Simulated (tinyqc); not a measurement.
Coupled-perturbed Hartree-Fock on RHF in the 6-31g basis, for H4, spin multiplicity 1, step by step. One step of it, computed by the program tinyqc.

Task: Response to a field: uncoupled start. Field along z; U_ai = -mu_ai / (e_a - e_i), alpha = -4 sum U_ai mu_ai.

orbital energies (hartree): MO1 -0.634202, MO2 -0.460876, MO3 0.121315, MO4 0.366023, MO5 0.875930, MO6 1.047347, MO7 1.227670, MO8 1.300989

dipole integrals <a|z|i> (bohr):
```
           i1         i2
a3   0.000000  -1.777056
a4   0.390700   0.000000
a5   0.000000  -0.020595
a6  -0.088161   0.000000
a7   0.000000   0.105732
a8  -0.033011   0.000000
```

Give: uncoupled U; uncoupled polarisability.

Result:

uncoupled U:
```
         i1       i2
a3   0.0000   3.0524
a4  -0.3906   0.0000
a5   0.0000   0.0154
a6   0.0524   0.0000
a7   0.0000  -0.0626
a8   0.0171   0.0000
```

uncoupled polarisability = 22.3558 bohr^3
